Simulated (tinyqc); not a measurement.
The basis set: RHF and MP2 along a ladder of basis sets, for BeH2, spin multiplicity 1. Computed by the program tinyqc with PySCF. 

Geometry (angstrom):
```
atom,x,y,z
Be,0.0000,0.0000,0.0000
H,0.0000,1.2290,0.0540
H,0.0000,-1.2530,0.0550
```

Same geometry throughout; the dipole is taken about the origin.

RHF and frozen-core MP2 in a ladder of bases:
```
basis,functions,E(RHF) (hartree),E(MP2 corr) (hartree),HOMO (eV),LUMO (eV),dipole (debye)
sto-3g,7,-15.558861,-0.021065,-11.9587,5.6690,0.2032
3-21g,13,-15.667088,-0.027520,-12.5199,2.2949,0.2020
6-31g,13,-15.753330,-0.027654,-12.4956,2.5117,0.1930
6-31g**,24,-15.760740,-0.049354,-12.4296,2.5506,0.2040
cc-pvdz,24,-15.760724,-0.051082,-12.4716,1.9693,0.2116
cc-pvtz,58,-15.765707,-0.061024,-12.5369,1.6752,0.2216
```

From cc-pVDZ to cc-pVTZ the RHF energy falls by 5.0 mhartree and the correlation energy by 9.9. If valence correlation converges as X^-3, (27 E(T) - 8 E(D))/19 gives -0.0652 hartree, a rough estimate from such small X that usually falls short; STO-3G holds about 32 % of it. Beyond STO-3G the LUMO moves by 0.9 eV and the HOMO by 0.1 eV.
